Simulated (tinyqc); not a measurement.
Angle of incidence: periodic multilayer mirror for extreme ultraviolet light.

s polarisation, vacuum above. q_j = sqrt(N_j^2 - sin^2 theta); interface r_jk = (q_j - q_k)/(q_j + q_k) exp(-2 (2 pi/lam)^2 q_j q_k sg^2) (Nevot-Croce; sg = 0 if not given); phase factor of a layer x_j = exp(4 pi i q_j d_j/lam). Each period has the spacer (thickness (1 - Gm) L) on top of the absorber (Gm L). In this recursion R is the amplitude; R in tables and results is the reflectance, its squared modulus. The substrate is of the spacer material. Starting with R = 0 in it, each interface upward gives R -> (r + R x)/(1 + r R x), x that of the layer below the interface (1 for the substrate).

Parameters, chosen for this exercise (optical constants near those of Mo and Si at 13.5 nm; the results hold for these values, not for the real material):
- lam = 13.5 nm (wavelength)
- dA = (0.0782, 0.00598) (delta and beta of the absorber, N = 1 - delta + i beta)
- dS = (0.0011, 0.00189) (delta and beta of the spacer and the substrate)
- L = 7.06 nm (period)
- Gm = 0.48 (absorber share of the period)
- sg = 0.3 nm (interface roughness)
- Np = 30 (periods)

Results:

| theta (degrees) | lam_B (nm) | R |
|---|---|---|
| 0 | 13.582 | 0.672 |
| 2 | 13.573 | 0.676 |
| 4 | 13.546 | 0.685 |
| 6 | 13.501 | 0.697 |
| 8 | 13.439 | 0.707 |
| 10 | 13.358 | 0.708 |
| 12 | 13.260 | 0.682 |
| 14 | 13.145 | 0.577 |
| 16 | 13.011 | 0.224 |
| 18 | 12.861 | 0.074 |
| 20 | 12.693 | 0.117 |

What can be read from this table?

lam_B = 2 L Re(mean q) falls with the angle, from 13.582 to 12.693 nm; the largest value listed is 0.708 at 10 degrees. R stays above 90 % of that value at 0, 2, 4, 6, 8, 10 and 12 degrees, which bounds the cone of light that a mask or mirror with this period accepts.

Program tinyqc; command `OMP_NUM_THREADS=1 python tinyqc.py 1681592 1681593 out.jsonl`; about 0.01 s on one thread of a shared Intel(R) Xeon(R) Processor @ 2.30GHz.
